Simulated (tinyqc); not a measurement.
From results back to parameters: thin-film optics by transfer matrices. Two cases, with inputs chosen for the exercise.

Problem. A bare substrate in air: with rho = tan(Psi) exp(i Delta), Delta = 180 degrees at small angles on a dielectric, conj(eps) = sin^2(theta) [1 + tan^2(theta) ((1 - rho)/(1 + rho))^2], and n + i k = sqrt(eps).

Case 1.

Values chosen (out of a larger set: indices near those of resist, ARC on polySi; not measured data): lam = 633 nm (vacuum wavelength); theta_e = 60 degrees (angle of the ellipsometer).

Psi = 23.7822 degrees
Delta = 179.4302 degrees

Case 2.

Values chosen (out of a larger set: indices near those of SiO2, Si3N4, SiO2 on Si; not measured data): lam = 193 nm (vacuum wavelength); theta_e = 75 degrees (angle of the ellipsometer).

Psi = 37.3258 degrees
Delta = 81.2456 degrees

Find: rho; eps; n; k.

Solution. Form rho, insert it, conjugate, and take the root with k >= 0.

Case 1.

rho = -0.4407+0.0044i
eps = 15.67+0.32i
n = 3.959
k = 0.041

Case 2.

rho = 0.1161+0.7536i
eps = -7.35+4.99i
n = 0.875
k = 2.849

Computed by tinyqc, one run a case: `OMP_NUM_THREADS=1 python tinyqc.py N N+1 out.jsonl` with N = 1681923, 1681993; one thread of a shared Intel(R) Xeon(R) Processor @ 2.30GHz, about 0.01 s a run at most.
